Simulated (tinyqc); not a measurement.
# Pillar capacitor in an array: capacitance, non-linearity, leakage and relaxation: what changes with what

A film between two metal electrodes, each interface adding a series capacitance ci. The small-signal permittivity is ek (1 + aq E^2); the field is found with the linear permittivity. Leakage J = J0 sinh(E/Ef). After a voltage step the film passes a relaxation current kr C V tt^(-nr), tt being the time in seconds. The sidewall is a coaxial capacitor with radii a = dm/2 and b = dm/2 + t, depth AR dm; the end face is left out.

Inputs (values chosen for the exercise); permittivity of the order of that of strontium titanate: relative permittivity of the film ek = 142; film thickness t = 29 nm; capacitance of each electrode interface (dead layer and screening) ci = 84 uF/cm^2; quadratic field coefficient of the permittivity aq = -0.047 cm^2/MV^2; bias V = 1.5 V; exponent of the relaxation current nr = 0.938; strength of the relaxation kr = 0.0013; leakage prefactor J0 = 7.7e-11 A/cm^2; field for an e-fold rise of the leakage Ef = 0.23 MV/cm; aspect ratio, depth over diameter AR = 70; pitch of the square array pt = 690 nm; resistivity of the inner electrode rho = 1300 uohm cm; duration of the write pulse t0 = 1e-7 s.

Constants: eps0 = 8.8541878128e-14 F/cm where lengths are in cm. Results are converted to the units shown.

Each table varies one quantity; the others keep the values above.

## Capacitance, non-linearity and leakage against thickness

Planar film: Cf = eps0 ek/t, 1/C = 1/Cf + 2/ci, EOT = 3.9 eps0/C, effective permittivity C t/eps0, E = (V/t) C/Cf; quadratic coefficient [C(V)/C - 1]/V^2 with Cf (1 + aq E^2) in C(V).

Capacitance, non-linearity and leakage against thickness:

| t (nm) | C (uF/cm^2) | EOT (nm) | effective permittivity | E (MV/cm) | quadratic coefficient (ppm/V^2) | J (A/cm^2) |
|---|---|---|---|---|---|---|
| 7.4 | 12.097 | 0.28546 | 101.10 | 1.4432 | -31876 | 2.0444e-8 |
| 9.7 | 9.9050 | 0.34863 | 108.51 | 1.1817 | -22641 | 6.5581e-9 |
| 13 | 7.8613 | 0.43926 | 115.42 | 0.93788 | -15051 | 2.2713e-9 |
| 16 | 6.6196 | 0.52165 | 119.62 | 0.78974 | -11026 | 1.1919e-9 |
| 21 | 5.2401 | 0.65898 | 124.28 | 0.62517 | -7161.9 | 5.8080e-10 |
| 27 | 4.1919 | 0.82377 | 127.83 | 0.50011 | -4708.6 | 3.3430e-10 |
| 36 | 3.2244 | 1.0709 | 131.10 | 0.38468 | -2855.3 | 1.9780e-10 |
| 46 | 2.5662 | 1.3456 | 133.32 | 0.30616 | -1838.9 | 1.3557e-10 |
| 60 | 1.9959 | 1.7301 | 135.25 | 0.23812 | -1128.3 | 9.4742e-11 |

C falls from 12.1 to 2.00 uF/cm^2 while the effective permittivity goes from 101 to 135 (ek = 142). EOT is a straight line in t with slope 3.9/ek = 0.0275 and intercept 0.0822 nm. The quadratic coefficient goes as t^(-1.26) between the first two rows and t^(-1.84) between the last two (-2 without interfaces), and J falls by 2.33 decades.

## Cell against the diameter of the pillar

Per length 1/c = ln(b/a)/(2 pi eps0 ek) + (1/a + 1/b)/(2 pi ci); cell capacitance c AR dm; per footprint over pt^2; fields c V/(2 pi eps0 ek r) at r = a and b; resistance of the inner electrode rho AR dm/(pi a^2); time constant R C/3 of the distributed line. The pitch is scaled as pt dm/(350 nm).

Result of one run:

| dm (nm) | cell capacitance (fF) | per footprint (uF/cm^2) | field at a (MV/cm) | field at b (MV/cm) | R (kohm) | R C/3 (ps) |
|---|---|---|---|---|---|---|
| 100 | 109.2 | 281.0 | 0.5925 | 0.3750 | 11.59 | 421.8 |

What becomes of these results when the diameter of the pillar dm is changed from 100 to 180 nm, all else the same?

Result of the changed run:

| dm (nm) | cell capacitance (fF) | per footprint (uF/cm^2) | field at a (MV/cm) | field at b (MV/cm) | R (kohm) | R C/3 (ps) |
|---|---|---|---|---|---|---|
| 180 | 322.6 | 256.2 | 0.5402 | 0.4086 | 6.437 | 692.2 |

The whole series:

| dm (nm) | cell capacitance (fF) | per footprint (uF/cm^2) | field at a (MV/cm) | field at b (MV/cm) | R (kohm) | R C/3 (ps) |
|---|---|---|---|---|---|---|
| 75 | 65.28 | 298.6 | 0.6296 | 0.3551 | 15.45 | 336.2 |
| 100 | 109.2 | 281.0 | 0.5925 | 0.3750 | 11.59 | 421.8 |
| 140 | 202.1 | 265.3 | 0.5593 | 0.3955 | 8.276 | 557.4 |
| 180 | 322.6 | 256.2 | 0.5402 | 0.4086 | 6.437 | 692.2 |
| 240 | 555.4 | 248.1 | 0.5231 | 0.4213 | 4.828 | 893.7 |
| 320 | 962.5 | 241.8 | 0.5099 | 0.4317 | 3.621 | 1162 |
| 430 | 1703 | 237.0 | 0.4997 | 0.4403 | 2.695 | 1530 |
| 580 | 3050 | 233.3 | 0.4918 | 0.4471 | 1.998 | 2031 |

As dm goes from 75 to 580, the cell capacitance rises from 65.3 to 3050 fF, the capacitance per footprint falls from 299 to 233 uF/cm^2, the ratio of the two fields falls from 1.77 to 1.10 and R C/3 rises from 336 to 2030 ps; the time constant goes as dm^(0.79) between the first two rows and dm^(0.95) between the last two.

## Charge lost after writing

Planar film: Cf = eps0 ek/t, 1/C = 1/Cf + 2/ci, EOT = 3.9 eps0/C, effective permittivity C t/eps0, E = (V/t) C/Cf. A capacitor written for t0 and then left open loses, as a share of C V, kr (tt^(1 - nr) - t0^(1 - nr))/(1 - nr) by relaxation and J tt/(C V) by leakage; both are taken as small, and rows far outside that range are left out.

The same in every row: leakage current (nA/cm^2) = 0.29062.

Charge lost after writing:

| tt (s) | relaxation current (nA/cm^2) | loss by relaxation (%) | loss by leakage (%) | total loss (%) |
|---|---|---|---|---|
| 1e-6 | 3.2539e6 | 0.11845 | 4.9301e-9 | 0.11845 |
| 1e-5 | 3.7533e5 | 0.25507 | 4.9301e-8 | 0.25507 |
| 0.0001 | 43292 | 0.41266 | 4.9301e-7 | 0.41266 |
| 0.001 | 4993.5 | 0.59443 | 4.9301e-6 | 0.59444 |
| 0.01 | 575.98 | 0.80410 | 4.9301e-5 | 0.80415 |
| 0.1 | 66.437 | 1.0459 | 4.9301e-4 | 1.0464 |
| 1 | 7.6632 | 1.3249 | 0.0049301 | 1.3298 |
| 10 | 0.88391 | 1.6466 | 0.049301 | 1.6959 |
| 100 | 0.10196 | 2.0178 | 0.49301 | 2.5108 |
| 1000 | 0.011760 | 2.4459 | 4.9301 | 7.3760 |

The two currents are equal at tt = 32.7 s. The loss by relaxation grows from 0.118 to 2.45 %, by 0.137 points over the first decade and 0.428 over the last, while the loss by leakage grows tenfold a decade. Leakage is the larger loss for tt = 1000 s. For tt = 1000 the falling voltage would already cut the leakage, so the linear estimate overstates the loss.

tinyqc, about 0.01 s, one thread, Intel Xeon 2.30GHz (shared host): `OMP_NUM_THREADS=1 python tinyqc.py 2102106 2102107 out.jsonl`
